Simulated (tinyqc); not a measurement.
A chain with a side-coupled site and dephasing by Buettiker voltage probes: two steps of the calculation.

Sites 1 to 5 form a chain with hopping -t, and site 6 hangs on site 2 by -ts. Lead L joins site 1 and lead R site 5, both semi-infinite chains with hopping -t and site energy 0. Every site carries a probe with self-energy -i Gamma_p/2 that draws no net current. Linear response at zero temperature: mu_L = 1, mu_R = 0 in units of the bias.

Parameters, values chosen for the exercise: hopping (matrix element -t) t = 1 eV; site energies 1 to N U = [0, 0, 0, 0, 0, -0.83] eV; Fermi energy E = -0.83 eV; probe broadening Gamma_p gp = 0.074 eV; hopping from site 2 to the side site 6 ts = 0.33 eV.

Problem 1. Green function. Sigma = t^2 g(E), g(x) = (x - i sqrt(4 t^2 - x^2))/(2 t^2) for |x| < 2 t and (x - sign(x) sqrt(x^2 - 4 t^2))/(2 t^2) otherwise; Gamma = -2 Im Sigma; G = (E - H - Sigma_L - Sigma_R + i Gamma_p/2)^(-1).

Find: Sigma; Gamma; G.

Solution 1.

Sigma = -0.4150-0.9098i eV
Gamma = 1.820 eV

G (1/eV):
```
             1            2            3            4
1  -0.24-0.75i   0.18-0.08i   0.15+0.13i  -0.06+0.19i
2   0.18-0.08i   0.00-0.21i   0.19-0.09i   0.16+0.13i
3   0.15+0.13i   0.19-0.09i  -0.25-0.77i   0.58-0.55i
4  -0.06+0.19i   0.16+0.13i   0.58-0.55i   0.30-0.60i
5  -0.19+0.02i  -0.06+0.19i   0.71+0.30i   0.65+0.03i
6   0.74+1.65i   1.87-0.01i   0.77+1.69i  -1.17+1.39i

             5            6
1  -0.19+0.02i   0.74+1.65i
2  -0.06+0.19i   1.87-0.01i
3   0.71+0.30i   0.77+1.69i
4   0.65+0.03i  -1.17+1.39i
5  -0.16-0.30i  -1.69-0.49i
6  -1.69-0.49i  0.13-10.37i
```

Problem 2. Transmissions between terminals. With Gamma the broadening by one lead, T_RL = Gamma^2 |G_(5,1)|^2, T_pL = Gamma Gamma_p |G_(p,1)|^2, T_pR = Gamma Gamma_p |G_(p,5)|^2, T_pq = Gamma_p^2 |G_(p,q)|^2 for p != q.

G (1/eV):
```
                     1                    2                    3                    4
1  -0.243194-0.754315i   0.184873-0.082779i   0.149937+0.134642i  -0.055444+0.188984i
2   0.184873-0.082779i  -0.001655-0.209395i   0.189706-0.086087i   0.155925+0.130924i
3   0.149937+0.134642i   0.189706-0.086087i  -0.249041-0.771464i   0.575046-0.545013i
4  -0.055444+0.188984i   0.155925+0.130924i   0.575046-0.545013i   0.301197-0.604561i
5  -0.188963+0.024266i  -0.055444+0.188984i   0.706164+0.297826i   0.652579+0.032083i
6   0.738300+1.648866i   1.867577-0.014759i   0.767803+1.691970i  -1.167697+1.390686i

                     5                    6
1  -0.188963+0.024266i   0.738300+1.648866i
2  -0.055444+0.188984i   1.867577-0.014759i
3   0.706164+0.297826i   0.767803+1.691970i
4   0.652579+0.032083i  -1.167697+1.390686i
5  -0.163336-0.295342i  -1.685536-0.494496i
6  -1.685536-0.494496i  0.131634-10.370264i
```

Gamma = 1.8196428 eV

Wanted: T_RL; T_pL; T_pR; T_pq.

Solution 2.

T_RL = 0.12018
T_pL, probe 1 to 6: [0.08458, 0.00552, 0.00547, 0.00522, 0.00489, 0.43949]
T_pR, probe 1 to 6: [0.00489, 0.00522, 0.07909, 0.05748, 0.01534, 0.41548]

T_pq:
```
          1         2         3         4         5         6
1  0.000000  0.000225  0.000222  0.000212  0.000199  0.017873
2  0.000225  0.000000  0.000238  0.000227  0.000212  0.019101
3  0.000222  0.000238  0.000000  0.003437  0.003216  0.018905
4  0.000212  0.000227  0.003437  0.000000  0.002338  0.018057
5  0.000199  0.000212  0.003216  0.002338  0.000000  0.016897
6  0.017873  0.019101  0.018905  0.018057  0.016897  0.000000
```

tinyqc, about 0.01 s, one thread, Intel Xeon 2.30GHz (shared host): `OMP_NUM_THREADS=1 python tinyqc.py 2700129 2700130 out.jsonl`
